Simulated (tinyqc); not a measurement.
Planes of fixed kz and the Fermi arc: two-node Weyl semimetal on a cubic lattice and its slab.

H = d.s with dx = t sin kx, dy = t sin ky, dz = m (2 - cos kx - cos ky) + M(kz), M = tz (cos k0 - cos kz), k in 1/a. Nodes at (0, 0, +/-k0). Berry curvature of the lower band along z: Omega = d.(dd/dkx x dd/dky)/(2|d|^3), in the sense curl of i<u|grad u>.

Slab of N layers along x with hard walls: layer block t sin(ky) sy + (m (2 - cos ky) + M(kz)) sz, block to the next layer t sx/(2i) - m sz/2.

Values chosen for the exercise: t = 0.89 eV (hopping in sx and sy); m = 0.75 eV (mass term); tz = 1.02 eV (hopping along z); k0 = 1.53 1/a (position of the nodes).

C is the sum of Omega over a 24 x 24 mesh, k = (j + 1/2) 2 pi/24, times (2 pi/24)^2/(2 pi). Slab of 30 layers at ky = 0: lowest positive level and weight of the middle pair on the two outer layers.

Against kz:

| kz (1/a) | M (eV) | C | slab level (eV) | surface weight |
|---|---|---|---|---|
| 0.000 | -0.9784 | -1.000 | 0.00000 | 0.901 |
| 0.400 | -0.8979 | -1.000 | 0.00000 | 0.954 |
| 0.800 | -0.6690 | -1.000 | 0.00000 | 0.981 |
| 1.200 | -0.3280 | -1.000 | 0.00000 | 0.678 |
| 2.000 | 0.4661 | 0.000 | 0.47704 | 0.006 |
| 2.400 | 0.7937 | 0.000 | 0.80201 | 0.003 |
| 2.800 | 1.0027 | 0.000 | 1.01007 | 0.003 |
| 3.142 | 1.0616 | 0.000 | 1.06882 | 0.003 |

What does the comparison show?

C is -1 for kz below k0 = 1.53 and 0 above, within 0.000 on this mesh. Where C = -1 the slab has a level near zero (exactly zero for a thick slab) on its faces (weight 0.90 at kz = 0): these points form the arc from -k0 to +k0, of length 3.06/a. Towards the node M goes to zero and the state spreads into the bulk; beyond it the level follows M, raised by the confinement in the slab.

tinyqc: `OMP_NUM_THREADS=1 python tinyqc.py 1451426 1451427 out.jsonl`; about 0.2 s, one thread, shared Intel(R) Xeon(R) Processor @ 2.30GHz.
